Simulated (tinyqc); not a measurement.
# Worked calculation: MOSFET in saturation, small-signal circuit and noise

Numbers from tinyqc (`OMP_NUM_THREADS=1 python tinyqc.py 2150130 2150131 out.jsonl`; about 0.01 s on one thread of a shared Intel Xeon 2.30GHz). Printed values are rounded.

Bias by the inversion coefficient IC = I/Ispec (charge-based model with velocity saturation; weak inversion below 0.1, strong above 10). Common-source circuit: gm, gds, Cgs, Cgd and Cj at the inner nodes, Rg in series with the gate; quasi-static, no source or drain resistance, no gate-body capacitance, no substrate network, no induced gate noise, so fmax is an upper estimate.

Parameters, values chosen for the exercise:
```
symbol,value,unit,meaning
T,300,K,temperature
L,65,nm,gate length
W,80,um,total gate width
Cox,2.15,uF/cm^2,gate capacitance
mu,280,cm^2/(V s),mobility
n,1.17,,slope factor
Ls,25,nm,velocity-saturation length
sg,0.071,,ratio gds/gm
Cov,0.45,fF/um,overlap and fringe capacitance per side
Cj,0.53,fF/um,drain junction capacitance
Rsh,20,ohm,sheet resistance of the gate
Wf,4,um,finger width
Rc,200,ohm um,gate contact and vertical resistance
IC,0.48,,inversion coefficient
gw,0.15,,short-channel excess of the noise factor
Nt,1.4e18,cm^-3 eV^-1,oxide trap density
lt,0.1,nm,tunnelling length into the oxide
ac,0,V s/C,Coulomb scattering coefficient
f,5,GHz,signal frequency
```

Constants: q = 1.602176634e-19 C, kB = 1.380649e-23 J/K, Vt = kB T/q. Results are converted to the units shown.

## Current, transconductance and gain

Ispec = 2 n mu Cox (W/L) Vt^2, lc = Ls/L, gms = [sqrt((lc IC + 1)^2 + 4 IC) - 1]/[2 + lc (lc IC + 1)], gm = gms Ispec/(n Vt), gds = sg gm.

Ispec = 1158.72 uA
I = 556.184 uA
gms = 0.335148
gm = 12.8391 mS
gds = 0.911574 mS
gm/I = 23.0842 1/V

gm/I is 69.8 % of its weak-inversion limit 1/(n Vt); without velocity saturation (lc = 0) gms would be 0.354.

## Capacitances, gate resistance and cut-off frequencies

qs = [sqrt(1 + 4 IC) - 1]/2, Cgs = Cox W L qs (2 qs + 3)/(3 (qs + 1)^2) + Cov W, Cgd = Cov W, Cd = Cj W, Rg = Rsh (Wf/L)/(12 Nf) + Rc/W with Nf = W/Wf fingers (not rounded) contacted at both ends. fT = gm/(2 pi (Cgs + Cgd)), fmax = fT/(2 sqrt(Rg (gds + 2 pi fT Cgd))).

Cgs = 62.7026 fF
Cgd = 36 fF
Cd = 42.4 fF
Rg = 7.62821 ohm
fT = 20.7026 GHz
fmax = 50.1080 GHz

Overlap and fringe make up 72.9 % of the gate capacitance; fmax is 2.42 times fT.

## Admittance matrix

Inner admittances at w = 2 pi f: y11 = i w (Cgs + Cgd), y12 = -i w Cgd, y21 = gm - i w Cgd, y22 = gds + i w (Cgd + Cd). Invert to Z, add Rg to Z11 and invert back to Y.

inner y (mS):
```
                 1               2
1   0.0000+3.1008i  0.0000-1.1310i
2  12.8391-1.1310i  0.9116+2.4630i
```

Y with Rg (mS):
```
                 1                2
1   0.0733+3.0991i  -0.0267-1.1303i
2  12.8052-1.4339i   0.9239+2.5735i
```

## Current gain and unilateral power gain

|h21| = |Y21/Y11|; U = |Y21 - Y12|^2/(4 [Re Y11 Re Y22 - Re Y12 Re Y21]). Extrapolated at 20 dB a decade: f |h21| and f sqrt(U).

|h21| = 4.15655
U = 100.433
f |h21| = 20.7828 GHz
f sqrt(U) = 50.1080 GHz

f |h21| is 0.39 % above the formula for fT, and f sqrt(U) within 0.01 % of that for fmax.

## Noise at the gate

Channel noise Sid = 4 kB T gam n gm with gam = (1/2 + (2/3) qs)/(1 + qs) + gw lc IC, qs = [sqrt(1 + 4 IC) - 1]/2, lc = Ls/L (the last term an empirical rise with velocity saturation); at the gate, white noise Sw = Sid/gm^2 + 4 kB T Rg. Number fluctuation with correlated mobility: S(f) = K/f, K = q^2 Vt lt Nt/(W L Cox^2) (1 + ac mu Cox I/gm)^2, Vt in eV with Nt per eV. Corner fc = K/Sw. Full shot noise would be 2 q I.

gam = 0.571303
Sid = 1.42184e-22 A^2/Hz
Sid/(2 q I) = 0.797796
sqrt(Sw) = 0.994450 nV/Hz^0.5
K = 3.86512e-11 V^2
fc = 39.0838 MHz

The gate resistance gives 13 % of the white noise power.
